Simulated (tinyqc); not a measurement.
Zero-field depth and permittivity from two fields.

Inverse problem. The apparent depth of a Coulomb trap is Et - sqrt(q F/(pi eps0 eps_r)). Find Et and eps_r.

Constants: q = 1.602176634e-19 C, eps0 = 8.8541878128e-14 F/cm where lengths are in cm. Results are converted to the units shown.

apparent depth at F = 10 and 42 kV/cm (eV): 0.39574426  0.37029052

Solution. The depth is linear in sqrt(F): the intercept is Et and the slope -sqrt(q/(pi eps0 eps_r)).

Et = 0.4200 eV
eps_r = 9.790

Program tinyqc, `OMP_NUM_THREADS=1 python tinyqc.py 2050030 2050031 out.jsonl`; Intel Xeon 2.30GHz, shared host, one thread, about 0.01 s.
